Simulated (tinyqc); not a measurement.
# Capillary instabilities by surface diffusion: grooving and agglomeration of films, edge retraction, wire break-up and smoothing of roughness, step by step

A worked calculation. Computed by tinyqc, a small Python program that keeps every step. Command: `OMP_NUM_THREADS=1 python tinyqc.py 3002722 3002723 out.jsonl dewet walk`. One thread of a shared host (Intel(R) Xeon(R) Processor @ 2.30GHz), about 0.01 s of CPU time with the checks. Intermediate numbers are printed to about 5 digits and carried at full precision; extremes and crossings named in words are read from the listed rows.

Isotropic surface energy; shapes change by surface diffusion alone.

Inputs (values chosen for the exercise, of the order of those of a copper film): surface energy gamma_s = 1.68 J/m^2; grain-boundary energy gamma_b = 0.78 J/m^2; interface energy gamma_i = 0.81 J/m^2; contact angle on the substrate theta = 55 degrees; atomic volume Omega = 11.8 angstrom^3; surface sites nu = 9.8 1/nm^2; prefactor D0 = 0.00011 m^2/s; activation energy Q = 1.04 eV; temperature T = 751 K; time t = 680 s; film thickness h = 48 nm; grain radius R = 140 nm; wire radius r = 37 nm; initial ripple over radius = 0.02; roughness wavelength lambda = 28 nm.

Grooves: at the surface and the interface.

Constants: k_B = 8.617333262e-05 eV/K; k_B = 1.380649e-23 J/K.

## The Mullins constant

B = D_s nu gamma_s Omega^2/(k_B T), D_s = D0 exp(-Q/(k_B T)).

D_s = 1.1540e-11 m^2/s

B = 2.5514e+06 nm^4/s

length (B t)^(1/4) = 204.09 nm

Lengths grow as t^(1/4): doubling one takes 16 times as long, or roughly 170 K more.

## Will grooves cut through?

Groove angle beta: sin(beta) = gamma_b/(2 gamma). For circular grains of radius R with spherical caps the groove ends (measured from the mean surface) at the depth R g(beta), g = (2 - 3 cos beta + cos^3 beta)/(3 sin^3 beta). The film parts if R [g(beta_s) + g(beta_i)] > h.

beta_s = 13.423 degrees

beta_i = 28.782 degrees

sum of g = 0.19022

critical R/h = 5.2570

final depth over h = 0.55481

The grooves stop short by this estimate; triple junctions groove deeper and may still open.

## Groove growth in time

Mullins' isolated groove: depth below the flat surface d = 0.780 m (B t)^(1/4), m = tan(beta_s), width between the ridges 4.6 (B t)^(1/4); time to reach h: (h/(0.780 m))^4/B.

groove depth = 37.993 nm

groove width = 938.82 nm

time to reach the substrate = 1732.5 s

Caution: the grooves of neighbouring boundaries overlap, so the depth levels off at its final value. Caution: the grains are too small for the surface groove ever to reach the depth h.

## Retraction of a straight edge

A rim shaped as a circular segment with contact angle theta holds the area h x; its radius r obeys r^2 (theta - sin theta cos theta) = h x. To advance, the edge must carry a strip of the rim height H = r (1 - cos theta) over the rim, driven by the curvature 1/r over the distance r theta (the scaling argument of Brandon and Bradshaw): H dx/dt = B/(theta r^2) gives x^(5/2) = (5/2) B t c^(3/2)/(theta (1 - cos theta) h^(3/2)), c = theta - sin theta cos theta.

retraction x = 653.85 nm

rim height H = 107.91 nm

present speed = 0.38462 nm/s

The rim is 2.2 times the film thickness. x goes as t^(2/5) h^(-3/5): thin films retract faster.

## Break-up of a free wire

A wire with r + A cos(k z) has dA/dt = (B/r^4) (kr)^2 [1 - (kr)^2] A: unstable for wavelengths above 2 pi r, fastest at kr = 1/sqrt 2 with the rate B/(4 r^4); break-up time about (4 r^4/B) ln(r/A0); each wavelength makes a sphere of radius (3 r^2 lambda_m/4)^(1/3).

fastest wavelength = 328.77 nm

break-up time = 11.494 s

radius of the spheres = 69.629 nm

t over the break-up time = 59.159

The wire breaks up within t. Caution: faceting can stabilise wires along low-index directions.

## Smoothing against break-up

Roughness of wavelength lambda on a flat face decays as exp[-B (2 pi/lambda)^4 t]; the smoothing time is that for a factor e^3.

Times (s); the last column is (h/(0.780 tan beta_s))^4/B:
```
T (K)  B (nm^4/s)  smoothing  wire break-up  groove to depth h
638    1.7437e+05  0.0067851         168.19              25350
676    4.7660e+05  0.0024824          61.53               9275
713    1.1412e+06  0.0010367          25.70               3873
751    2.5514e+06  0.0004637          11.49               1732
789    5.2660e+06  0.0002247           5.57                839
826    9.9803e+06  0.0001185           2.94                443
901    3.0875e+07  0.0000383           0.95                143
```

All times share 1/B, so their ratios do not depend on T: break-up over smoothing is 25000. An anneal can smooth this roughness well before the wire breaks. Smoothing is safe for lambda well below 2 pi r, above which a ripple along the wire grows instead. B spans 2.2 decades over these rows.

Checks made by the program: g against the volume of a spherical cap (relative difference below 1e-10).
